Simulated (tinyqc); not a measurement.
Heisenberg spin cluster by exact diagonalisation: multiplets, susceptibility, level crossings: one step, computed by the program tinyqc.

H = J1 sum S_i.S_j over the bonds 1-2, 2-3, 3-4, 4-5, 5-6, 6-1 + J2 sum over 1-3, 2-4, 3-5, 4-6, 5-1, 6-2 - g mu_B B S_z; J > 0 is antiferromagnetic.

Question. Multiplets. Every multiplet has one member in the block S_z = 0; diagonalise it and read the total spin from <S^2> = S (S + 1).

Inputs (values chosen for the exercise, for a model cluster): exchange J1 = -0.906 meV; exchange J2 = 0.21 meV.

Cluster: ring of six with second neighbours J2. Spin s of each site: 0.5.

Give: Levels at B = 0; ground energy; gap to the next level.

Answer.

Levels at B = 0:
```
E (meV)  total S  number of multiplets
-1.044         3                     1
-0.997         0                     1
-0.939         1                     2
-0.906         2                     2
-0.768         1                     1
-0.359         1                     1
0.000          2                     2
0.138          0                     2
0.768          2                     1
0.906          1                     2
1.044          0                     1
1.077          1                     2
2.171          1                     1
2.809          0                     1
```

ground energy = -1.044 meV

gap to the next level = 0.04655 meV

The ground state has S = 3; the next level has S = 0. The highest spin, S = 3, lies at -1.044 meV, s^2 times the sum of all J, s the spin of a site.
